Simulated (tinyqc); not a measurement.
From results back to parameters: recursion (Haydock) method for the local density of states: bulk site of a cubic lattice.

Problem. A local density has moments mu1 = a0, mu2 = a0^2 + b1^2 and, for a1 = a2 = 0, mu4 = a0^4 + 3 a0^2 b1^2 + b1^4 + b1^2 b2^2; b1^2 = (number of neighbours) t^2. The moments come from a hidden site.

Values chosen for the exercise: t = 1.11 eV (hopping).

mu1, mu2, mu4 (eV^n): 0.00000  7.39260  136.62634

Find: a0, b1, b2; neighbours.

Solution. Take the moments in turn: mu1 gives a0, mu2 gives b1, mu4 gives b2.

a0, b1, b2 (eV): 0.000  2.719  3.330

neighbours = 6

Program tinyqc; command `OMP_NUM_THREADS=1 python tinyqc.py 1482855 1482856 out.jsonl`; about 0.1 s on one thread of a shared Intel(R) Xeon(R) Processor @ 2.30GHz.
